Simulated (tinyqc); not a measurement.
# Admittance spectroscopy and thermally stimulated current of one trap level in a depletion layer, step by step

A worked calculation. Computed by tinyqc, a small Python program that keeps every step. Command: `OMP_NUM_THREADS=1 python tinyqc.py 3113160 3113161 out.jsonl admit walk`. One thread of a shared host (Intel(R) Xeon(R) Processor @ 2.30GHz), about 0.01 s of CPU time with the checks. Intermediate numbers are printed to about 7 digits and carried at full precision; extremes and crossings named in words are read from the listed rows.

A Schottky junction on n-type material holds one donor-like electron trap; shallow donors are fully ionised and abrupt depletion edges are assumed.

Inputs (values chosen for the exercise, modelled on n-type germanium):
```
quantity,value,unit
dielectric constant eps,15.9,-
density-of-states mass m,0.554,m_0
shallow doping N,3e+16,1/cm^3
trap density N_t,9.4e+14,1/cm^3
trap depth E_t below the band,0.199,eV
capture cross section sigma,4e-15,cm^2
band bending V_b,0.35,V
test frequency f,600000,Hz
heating rate beta,1.8,K/s
```

Constants: k_B = 1.380649e-23 J/K; m_0 = 9.1093837015e-31 kg; h = 6.62607015e-34 J s; k_B = 8.617333262e-05 eV/K; eps_0 = 8.8541878128e-12 F/m; e = 1.602176634e-19 C.

## Temperature of the peak

N_c = 2 (2 pi m k_B T/h^2)^(3/2), v_th = sqrt(3 k_B T/m), emission rate e_n = sigma v_th N_c exp(-E_t/(k_B T)). Where the level crosses the Fermi level capture equals emission, so the trap follows the signal with the rate 2 e_n; G/omega peaks at omega = 2 e_n (the correction for large N_t/N is left out). Solve 2 e_n(T_p) = 2 pi f.

peak temperature T_p = 194.3556 K

N_c at T_p = 5.395732e+18 1/cm^3

e_n at T_p = 1884956 1/s

E_c - E_F = k_B T_p ln(N_c/N) = 0.08695980 eV

## The capacitance step

With E_c - E_F = k_B T_p ln(N_c/N): lambda = sqrt(2 eps eps_0 (E_t - (E_c - E_F))/(e^2 N)); traps are empty and charged for x < x_t = w - lambda, and V_b = e (N w^2 + N_t x_t^2)/(2 eps eps_0). High frequency: C_hf = eps eps_0/w. Low frequency: C_lf = eps eps_0 (N + N_t)/(N w + N_t x_t).

lambda = 81.01381 nm

depletion width w = 142.7699 nm

crossing point x_t = 61.75614 nm

C_hf = 98.60730 nF/cm^2

C_lf = 100.3371 nF/cm^2

step (C_lf - C_hf)/C_hf = 0.01754212

small-N_t estimate (N_t/N)(lambda/w) = 0.01777988

Reading N_t/N straight from the step would give 0.0175 against the true 0.0313: the factor lambda/w must be known.

## Scan in temperature at fixed frequency

With x = omega/(2 e_n): C = C_hf + (C_lf - C_hf)/(1 + x^2), G/omega = (C_lf - C_hf) x/(1 + x^2); C_hf and C_lf are held at their values at T_p.

Admittance:
```
T (K),omega/(2 e_n),C (nF/cm^2),G/omega (nF/cm^2)
171.0,6.546306,98.6467,0.2582124
178.8,3.321984,98.7510,0.4774434
184.6,2.076987,98.9328,0.6761044
190.5,1.323865,99.2357,0.8319341
194.4,0.996835,99.4749,0.8648864
198.2,0.763654,99.6999,0.8343745
204.1,0.514213,99.9753,0.7034684
211.8,0.316471,100.1796,0.4975901
221.6,0.178500,100.2837,0.2992314
```

The peak of G/omega is half the step, 0.865 nF/cm^2. Its full width is near 2 ln(2 + sqrt3) k_B T_p^2/(E_t + 2 k_B T_p) = 36.9 K.

## Arrhenius plot

T_p for 0.1, 0.3, 1, 3 and 10 f; least-squares lines of ln(e_n/T^2) and of ln(e_n) against 1/(k_B T), e_n = pi f; sigma = exp(intercept)/(v_th N_c/T^2).

Peaks:
```
f (Hz),T_p (K),1/(k_B T) (1/eV),ln(e_n/T^2),ln(e_n)
60000,166.4438,69.72033,1.917514,12.14683
180000,178.7591,64.91707,2.873364,13.24544
600000,194.3556,59.70766,3.910036,14.44941
1800000,210.9511,55.01048,4.844775,15.54803
6000000,232.3993,49.93354,5.855086,16.75200
```

depth from e_n/T^2 = 0.199 eV

cross section from the intercept = 4.00e-15 cm^2

depth without the T^2 = 0.2326785 eV

Leaving out T^2 adds 34 meV, near 2 k_B T_p = 33 meV.

## Thermally stimulated current

Thermally stimulated current without retrapping: filled share n(T) = exp(-(1/beta) int e_n dT), current proportional to e_n n; the peak obeys beta (E_t/(k_B T^2) + 2/T) = e_n(T). The integral starts at 0.5 T_m and uses 4000 trapezoid steps to 1.2 T_m. Chen's first-order estimate from the full width W = T_2 - T_1 between the half-height points: E = 2.52 k_B T_m^2/W - 2 k_B T_m.

peak temperature T_m = 90.84486 K

lower half-height T_1 = 86.35088 K

upper half-height T_2 = 94.08885 K

filled share at T_m = 0.3921496

E_t/(k_B T_m) = 25.42025

symmetry factor (T_2 - T_m)/(T_2 - T_1) = 0.4192307

depth by Chen's formula = 0.2159478 eV

The slow ramp empties the trap at 91 K, far below the admittance peak at 194 K, since the rate asked for is 0.54 per second instead of 1.9e6. Chen's formula, made for a constant prefactor, gives 17 meV more than E_t.

Checks made by the program: C_lf against dQ/dV by differences (relative difference below 1e-10); depth recovered (relative difference below 1e-10); peak of the integrated curve (relative difference 3e-05).
